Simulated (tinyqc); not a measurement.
UHF in the sto-3g basis, for H3, spin multiplicity 2, step by step. One step of it, computed by the program tinyqc.

Problem. Iteration 2: building the Fock matrix. J_ij = sum D_kl (ij|kl) with D = D(alpha) + D(beta), K_ij = sum D_kl (ik|jl) for each spin; F = H + J - K(s); E = tr D H + tr D J / 2 - 0.5 sum_s tr D(s) K(s) + E_nn.

D(alpha) after iteration 1, order 1H 1s, 2H 1s, 3H 1s:
$$\begin{pmatrix}
0.316331 & 0.212333 & 0.207782 \\
0.212333 & 0.688636 & -0.399504 \\
0.207782 & -0.399504 & 0.699179
\end{pmatrix}$$

D(beta) after iteration 1, order 1H 1s, 2H 1s, 3H 1s:
$$\begin{pmatrix}
0.397084 & 0.211881 & 0.206922 \\
0.211881 & 0.113119 & 0.110480 \\
0.206922 & 0.110480 & 0.107903
\end{pmatrix}$$

core Hamiltonian H = T + V (hartree), order 1H 1s, 2H 1s, 3H 1s:
$$\begin{pmatrix}
-1.399974 & -0.729279 & -0.720722 \\
-0.729279 & -1.175762 & -0.157351 \\
-0.720722 & -0.157351 & -1.172377
\end{pmatrix}$$

Two-electron integrals (ij|kl) in chemists' order, unique and non-zero (hartree):
```
(11|11) 0.774606   (21|11) 0.262685   (21|21) 0.118379   (22|11) 0.444601
(22|21) 0.262685   (22|22) 0.774606   (31|11) 0.259084   (31|21) 0.082681
(31|22) 0.138491   (31|31) 0.115527   (32|11) 0.048931   (32|21) 0.019088
(32|22) 0.038036   (32|31) 0.018884   (32|32) 0.003656   (33|11) 0.441965
(33|21) 0.139653   (33|22) 0.240438   (33|31) 0.259084   (33|32) 0.038036
(33|33) 0.774606
```

nuclear repulsion = 1.19308848 hartree

Give: Coulomb J; exchange K(alpha); exchange K(beta); F(alpha); F(beta); total energy of this density.

Solution.

Coulomb J (hartree), order 1H 1s, 2H 1s, 3H 1s:
$$\begin{pmatrix}
1.6752 & 0.6687 & 0.6600 \\
0.6687 & 1.4480 & 0.1258 \\
0.6600 & 0.1258 & 1.4446
\end{pmatrix}$$

exchange K(alpha) (hartree), order 1H 1s, 2H 1s, 3H 1s:
$$\begin{pmatrix}
0.5605 & 0.3611 & 0.3567 \\
0.3611 & 0.6625 & 0.0478 \\
0.3567 & 0.0478 & 0.6659
\end{pmatrix}$$

exchange K(beta) (hartree), order 1H 1s, 2H 1s, 3H 1s:
$$\begin{pmatrix}
0.5702 & 0.3000 & 0.2938 \\
0.3000 & 0.2626 & 0.1344 \\
0.2938 & 0.1344 & 0.2535
\end{pmatrix}$$

F(alpha) (hartree), order 1H 1s, 2H 1s, 3H 1s:
$$\begin{pmatrix}
-0.2852 & -0.4217 & -0.4174 \\
-0.4217 & -0.3903 & -0.0793 \\
-0.4174 & -0.0793 & -0.3937
\end{pmatrix}$$

F(beta) (hartree), order 1H 1s, 2H 1s, 3H 1s:
$$\begin{pmatrix}
-0.2950 & -0.3606 & -0.3545 \\
-0.3606 & 0.0096 & -0.1659 \\
-0.3545 & -0.1659 & 0.0188
\end{pmatrix}$$

total energy of this density = -1.500272 hartree

This density is a damped mixture and is not idempotent.
